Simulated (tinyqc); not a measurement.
Interband optics of a two-band s-p chain from momentum matrix elements: one step. Dielectric function from the table. Four cases, with inputs chosen for the exercise.

Task: Take the mean over the rows. Also eps(0) at eta = 0, and the effective electrons per cell n_eff = 2 mean(f).

With w(k) = |<c|W|v>|^2 and D(k) = Ec - Ev, on the mesh k_j = (j + 1/2)/N (2 pi/a): eps(E) = 1 + (8 pi e2/(a Ar)) mean_j (w/D^2) [1/(D - E - i eta) + 1/(D + E + i eta)], e2 = e^2/(4 pi eps0); light polarised along the chains, no local fields.

Constants: e^2/(4 pi eps0) = 14.39964547 eV angstrom; hbar^2/2m0 = 3.80998211 eV angstrom^2.

Case 1.

Values chosen: a = 3.71 angstrom (period); Ar = 6.6 angstrom^2 (cross-section per chain); eta = 0.2 eV (Lorentzian half width); E = 3.23 eV (photon energy).

Transitions:
```
k (2 pi/a)    D (eV)  w (eV^2 angstrom^2)        f
0.041667    2.716961             50.64568  4.89256
0.125000    4.402157              5.07892  0.30282
0.208333    5.853700              1.18998  0.05336
0.291667    6.493120             15.07999  0.60957
0.375000    6.399063             42.10242  1.72690
0.458333    6.070067             70.41395  3.04468
```

Case 2.

Values chosen: a = 4.19 angstrom (period); Ar = 10.8 angstrom^2 (cross-section per chain); eta = 0.1 eV (Lorentzian half width); E = 8.25 eV (photon energy).

Transitions:
```
k (2 pi/a)    D (eV)  w (eV^2 angstrom^2)        f
0.062500    6.554197            139.38166  5.58166
0.187500    9.026088              7.59473  0.22085
0.312500    9.509741             26.96027  0.74410
0.437500    8.037454            160.67848  5.24706
```

Case 3.

Values chosen: a = 3.08 angstrom (period); Ar = 6.9 angstrom^2 (cross-section per chain); eta = 0.15 eV (Lorentzian half width); E = 3.33 eV (photon energy).

Transitions:
```
k (2 pi/a)    D (eV)  w (eV^2 angstrom^2)        f
0.062500    3.956259             34.79478  2.30838
0.187500    7.110107              0.35995  0.01329
0.312500    8.630387             25.17389  0.76559
0.437500    8.568782             68.47113  2.09732
```

Case 4.

Values chosen: a = 3.86 angstrom (period); Ar = 13.7 angstrom^2 (cross-section per chain); eta = 0.3 eV (Lorentzian half width); E = 3.69 eV (photon energy).

Transitions:
```
k (2 pi/a)    D (eV)  w (eV^2 angstrom^2)        f
0.083333    4.910834             46.67450  2.49460
0.250000    7.972509              5.96869  0.19650
0.416667    7.555588             92.08802  3.19898
```

Give: eps(E); eps(0); n_eff.

Result:

Case 1.

eps(E) = -20.522+11.308i
eps(0) = 16.377
n_eff = 3.543

On a mesh of 2000 points the values are -13.205+15.422i, 18.112 and 3.626. n_eff need not equal the 2 electrons of the cell: a two-orbital basis with chosen hoppings does not obey the sum rule of free electrons. E lies within, or within 2 eta of, the range of transitions of the band (2.37 to 6.53 eV); their spacing on this mesh (up to 1.69 eV) exceeds eta, so eps(E) depends on where the few mesh points fall.

Case 2.

eps(E) = -20.475+9.300i
eps(0) = 4.384
n_eff = 5.897

On a mesh of 2000 points the values are -7.411+9.549i, 4.563 and 5.998. n_eff need not equal the 2 electrons of the cell: a two-orbital basis with chosen hoppings does not obey the sum rule of free electrons. E lies within, or within 2 eta of, the range of transitions of the band (5.95 to 9.66 eV); their spacing on this mesh (up to 2.47 eV) exceeds eta, so eps(E) depends on where the few mesh points fall.

Case 3.

eps(E) = 18.084+3.420i
eps(0) = 7.053
n_eff = 2.592

On a mesh of 2000 points the values are -6.170+36.670i, 10.195 and 2.892. n_eff need not equal the 2 electrons of the cell: a two-orbital basis with chosen hoppings does not obey the sum rule of free electrons. E lies within, or within 2 eta of, the range of transitions of the band (3.09 to 8.71 eV); their spacing on this mesh (up to 3.15 eV) exceeds eta, so eps(E) depends on where the few mesh points fall.

Case 4.

eps(E) = 6.265+0.888i
eps(0) = 3.826
n_eff = 3.927

On a mesh of 2000 points the values are 11.075+13.237i, 5.581 and 4.610. n_eff need not equal the 2 electrons of the cell: a two-orbital basis with chosen hoppings does not obey the sum rule of free electrons. E lies within, or within 2 eta of, the range of transitions of the band (3.73 to 8.16 eV); their spacing on this mesh (up to 3.06 eV) exceeds eta, so eps(E) depends on where the few mesh points fall.

Computed by tinyqc, one run a case: `OMP_NUM_THREADS=1 python tinyqc.py N N+1 out.jsonl` with N = 1682172, 1682264, 1682404, 1682651; one thread of a shared Intel(R) Xeon(R) Processor @ 2.30GHz, about 0.02 s a run at most.
